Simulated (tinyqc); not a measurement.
Filling the band: three-level Kane dispersion of a narrow-gap semiconductor.

Zero of energy at Gamma8, c = hbar^2/2m0, P^2 = Ep c. The free-electron term and remote bands are left out, so the heavy holes are flat at E = 0 and the other three bands obey E (E - Eg)(E + Dso) = P^2 k^2 (E + 2 Dso/3). The conduction band is the highest root; its edge is Ec = max(Eg, 0).

Degenerate electrons at T = 0: kF = (3 pi^2 n)^(1/3), 1 cm^-3 = 1e-24 angstrom^-3; EF is the highest root at kF. The momentum (cyclotron, optical) mass is m(E) = hbar^2 k/(dE/dk) = c d(k^2)/dE with d(k^2)/dE = k^2 [1/E + 1/(E - Eg) + 1/(E + Dso) - 1/(E + 2 Dso/3)]; the density of states is k d(k^2)/dE/(2 pi^2).

Edge mass m0* = 3 |Eg|/(2 Ep).
Constants: hbar^2/2m0 = 3.80998211 eV angstrom^2.

Inputs chosen for the exercise (out of a larger set: near those of grey Sn; not measured data): Eg = -0.411 eV (E(Gamma6) - E(Gamma8)); Dso = 0.8 eV (spin-orbit splitting); Ep = 22.9 eV (Kane energy).

n from 1e15 to 1e19 cm^-3. The last column is the local power d ln(EF - Ec)/d ln n = kF^2/(1.5 (EF - Ec) d(k^2)/dE).

Results:

| n (cm^-3) | kF (1/angstrom) | EF - Ec (meV) | parabolic (meV) | m(EF) | m(EF)/m0* | power |
|---|---|---|---|---|---|---|
| 1.0e+15 | 0.00309 | 1.4 | 1.4 | 0.0271 | 1.00 | 0.665 |
| 1.0e+16 | 0.00667 | 6.2 | 6.3 | 0.0275 | 1.02 | 0.659 |
| 3.0e+16 | 0.00961 | 12.8 | 13.1 | 0.0282 | 1.05 | 0.652 |
| 3.0e+17 | 0.02071 | 55.2 | 60.7 | 0.0322 | 1.20 | 0.612 |
| 1.0e+18 | 0.03094 | 112.8 | 135.4 | 0.0376 | 1.40 | 0.573 |
| 3.0e+18 | 0.04462 | 206.7 | 281.7 | 0.0463 | 1.72 | 0.529 |
| 1.0e+19 | 0.06665 | 379.5 | 628.7 | 0.0618 | 2.30 | 0.481 |

Give the missing row, n (cm^-3) = 1.0e+17.

Computed row:
```
n (cm^-3)  kF (1/angstrom)  EF - Ec (meV)  parabolic (meV)   m(EF)  m(EF)/m0*  power
1.0e+17            0.01436           27.8             29.2  0.0296       1.10  0.637
```

The power falls from 0.665 to 0.481: 2/3 marks a parabola, 1/3 a linear band. The parabola is within 10 % up to n = 3.0e+17 cm^-3. The mass has doubled by n = 1.0e+19 cm^-3 and ends at 2.3 times its edge value. Side valleys are left out; where they lie low (GaSb, grey Sn: about 0.1 eV) they take the electrons long before the last rows.

Run: tinyqc, `OMP_NUM_THREADS=1 python tinyqc.py 1051293 1051294 out.jsonl`; Intel(R) Xeon(R) Processor @ 2.30GHz, one thread, shared host; about 0.01 s of CPU time with all checks.
